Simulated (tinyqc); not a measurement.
Worked calculation: six-band Luttinger-Kohn model with strain. Values are carried at full precision from step to step, so a last printed digit may differ when a step is redone from the rounded ones.

Constants: hbar^2/2m0 = 3.80998211 eV angstrom^2.

Parameters, chosen for this exercise (near those of GaAs; the results hold for these values, not for the real material): C11 = 120.7 GPa; C12 = 57.3 GPa; C44 = 60.5 GPa; load = uniaxial [100] (kind of stress); X = -1.25 GPa (stress); Dso = 0.332 eV (spin-orbit splitting); g1 = 7.01 (Luttinger gamma1); g2 = 2.05 (gamma2); g3 = 2.92 (gamma3); av = 1.16 eV (valence hydrostatic potential); b = -1.94 eV (tetragonal shear potential); d = -4.75 eV (trigonal shear potential); k = (-0.049, 0.041, 0.024) 1/angstrom (wave vector); kmax = 0.05 1/angstrom (end of the path).

## Strain from a uniaxial [100] stress

s11 = (C11 + C12)/((C11 - C12)(C11 + 2 C12)), s12 = -C12/((C11 - C12)(C11 + 2 C12)), s44 = 1/C44; exx = s11 sxx + s12 (syy + szz) and cyclic, exy = s44 sxy/2; tension is positive. A uniaxial stress X along the unit vector n is s_ij = X n_i n_j.

s11, s12, s44 (1/TPa): 11.9319  -3.8410  16.5289

strain tensor:
```
           x         y         z
x  -0.014915  0.000000  0.000000
y   0.000000  0.004801  0.000000
z   0.000000  0.000000  0.004801
```

The volume changes by -0.531 %; there is no shear in the cubic axes, so d does not enter.

## The terms P, Q, R, S at one k

P = c g1 k^2 - av tr(e); Q = c g2 (kx^2 + ky^2 - 2 kz^2) - (b/2)(exx + eyy - 2 ezz); R = c sqrt3 [-g2 (kx^2 - ky^2) + 2i g3 kx ky] + (sqrt3/2) b (exx - eyy) - i d exy; S = 2 c sqrt3 g3 (kx - i ky) kz - d (exz - i eyz); c = hbar^2/2m0, e the strain tensor (not engineering shear).

Form the four terms.

Terms (eV):

| term | from k | from strain |
|---|---|---|
| P | 0.12441 | 0.00616 |
| Q | 0.02288 | -0.01912 |
| R | -0.00974-0.07742i | 0.03312 |
| S | -0.04532-0.03792i | 0.00000 |

## The Hamiltonian

Six-band Luttinger-Kohn model in the basis |3/2,3/2>, |3/2,1/2>, |3/2,-1/2>, |3/2,-3/2>, |1/2,1/2>, |1/2,-1/2>, electron energies, zero at the top of the unstrained valence band. H = -[rows: (P+Q, -S, R, 0, -S/r2, r2 R); (-S*, P-Q, 0, R, -r2 Q, r32 S); (R*, 0, P-Q, S, r32 S*, r2 Q); (0, R*, S*, P+Q, -r2 R*, -S*/r2); (-S*/r2, -r2 Q, r32 S, -r2 R, P+Dso, 0); (r2 R*, r32 S*, r2 Q, -S/r2, 0, P+Dso)], r2 = sqrt(2), r32 = sqrt(3/2). Levels are twofold.

Each term is the sum of its two parts.

H(k) (eV):
```
                  3/2,3/2          3/2,1/2         3/2,-1/2         3/2,-3/2          1/2,1/2         1/2,-1/2
3/2,3/2           -0.1343  -0.0453-0.0379i  -0.0234+0.0774i                0  -0.0320-0.0268i  -0.0331+0.1095i
3/2,1/2   -0.0453+0.0379i          -0.1268                0  -0.0234+0.0774i           0.0053   0.0555+0.0464i
3/2,-1/2  -0.0234-0.0774i                0          -0.1268   0.0453+0.0379i   0.0555-0.0464i          -0.0053
3/2,-3/2                0  -0.0234-0.0774i   0.0453-0.0379i          -0.1343   0.0331+0.1095i  -0.0320+0.0268i
1/2,1/2   -0.0320+0.0268i           0.0053   0.0555+0.0464i   0.0331-0.1095i          -0.4626                0
1/2,-1/2  -0.0331-0.1095i   0.0555-0.0464i          -0.0053  -0.0320-0.0268i                0          -0.4626
```

## Levels and their make-up

Diagonalise H. The weights add +m and -m and are averaged over each pair; m is taken along z.

levels from the top, each twofold (eV): -0.0220  -0.1752  -0.5265

weights:
```
               top  second  third
|3/2,+-3/2>  0.529   0.356  0.114
|3/2,+-1/2>  0.448   0.494  0.058
|1/2,+-1/2>  0.022   0.150  0.828
```

The top pair is 53 % |3/2,+-3/2>, the second pair is 49 % |3/2,+-1/2> and the third pair is 83 % |1/2,+-1/2>.

## Band edges at k = 0
Diagonalise H at k = 0. The weights add +m and -m (m along z) and are averaged over each pair.

edges from the top (eV): 0.0398  -0.0444  -0.3459

weights at k = 0:
```
               top  second  third
|3/2,+-3/2>  0.735   0.250  0.015
|3/2,+-1/2>  0.245   0.750  0.005
|1/2,+-1/2>  0.020   0.000  0.980
```

The stress splits the top two pairs by 84.2 meV, 3.26 times kT at 300 K (25.85 meV); the third lies 385.7 meV below the top, against Dso = 332 meV without stress.

## Polarisation of the edge transitions

In the basis X, Y, Z times spin, H(k = 0) has -Dso/3 + l exx + m (eyy + ezz) on the diagonal (cyclic) and n exy off it, l = av + 2 b, m = av - b, n = sqrt(3) d. Spin-orbit term (Dso/3) L.sigma on X, Y, Z with (L_k)_ij = -i epsilon_kij: <X+|H|Y+> = -i Dso/3, <X+|H|Z-> = Dso/3, <Y+|H|Z-> = -i Dso/3, <Z+|H|X-> = -Dso/3, <Z+|H|Y-> = i Dso/3, <X-|H|Y-> = i Dso/3, and their conjugates; + and - are the spin along z. The strength of a transition to an s-like conduction level for light polarised along the unit vector u is the weight of the orbital ux X + uy Y + uz Z in the valence state, summed over spin and averaged over the pair.

strain block of X, Y, Z (eV):
```
         X         Y         Z
X  0.07034         0         0
Y        0  -0.04441         0
Z        0         0  -0.04441
```

Relative strengths:

| polarisation | top | second | third |
|---|---|---|---|
| [100] | 0.792 | 0.000 | 0.208 |
| [010] | 0.104 | 0.500 | 0.396 |
| [001] | 0.104 | 0.500 | 0.396 |
| [110] | 0.448 | 0.250 | 0.302 |
| [1-10] | 0.448 | 0.250 | 0.302 |
| [111] | 0.333 | 0.333 | 0.333 |

The top pair is strongest for light along [100] (0.792) and weakest along [010] and [001] (0.104); without strain every direction has 1/3 on average over the fourfold top. For each polarisation the three pairs add up to 1.

## Hole masses at the edges

Curvature at k = 0: m/m0 = -2 c h^2/(E(h u) + E(-h u) - 2 E(0)) with h = 0.0002 1/angstrom along the unit vector u.

Hole masses (m0):

| direction | top | second | third |
|---|---|---|---|
| [110] | 0.119 | 0.167 | 0.151 |
| [1-10] | 0.119 | 0.167 | 0.151 |
| [100] | 0.079 | 0.344 | 0.183 |
| [001] | 0.239 | 0.110 | 0.129 |

Of the directions listed, the top pair is lightest along [100] (0.079) and heaviest along [001] (0.239). These masses hold only for hole energies well below the splitting of 84 meV.

## Bands along [110] and [001]

Six points from 0 to kmax in each direction.

Levels (eV):

| direction | \|k\| (1/angstrom) | top | second | third | top, no stress | second, no stress |
|---|---|---|---|---|---|---|
| [110] | 0.000 | 0.0398 | -0.0444 | -0.3459 | 0.0000 | 0.0000 |
| [110] | 0.010 | 0.0367 | -0.0467 | -0.3484 | -0.0006 | -0.0047 |
| [110] | 0.020 | 0.0281 | -0.0543 | -0.3564 | -0.0023 | -0.0186 |
| [110] | 0.030 | 0.0165 | -0.0686 | -0.3705 | -0.0052 | -0.0406 |
| [110] | 0.040 | 0.0048 | -0.0909 | -0.3926 | -0.0092 | -0.0691 |
| [110] | 0.050 | -0.0055 | -0.1204 | -0.4250 | -0.0141 | -0.1015 |
| [001] | 0.000 | 0.0398 | -0.0444 | -0.3459 | 0.0000 | 0.0000 |
| [001] | 0.010 | 0.0382 | -0.0479 | -0.3489 | -0.0011 | -0.0042 |
| [001] | 0.020 | 0.0337 | -0.0582 | -0.3580 | -0.0044 | -0.0167 |
| [001] | 0.030 | 0.0265 | -0.0751 | -0.3740 | -0.0100 | -0.0369 |
| [001] | 0.040 | 0.0171 | -0.0980 | -0.3978 | -0.0177 | -0.0637 |
| [001] | 0.050 | 0.0056 | -0.1255 | -0.4310 | -0.0277 | -0.0958 |

## Checks

- Levels against the same model in the basis X, Y, Z times spin: they agree to 1e-10 or better.

(tinyqc, `OMP_NUM_THREADS=1 python tinyqc.py 1080743 1080744 out.jsonl`, Intel(R) Xeon(R) Processor @ 2.30GHz, 1 thread, shared host, about 0.09 s.)
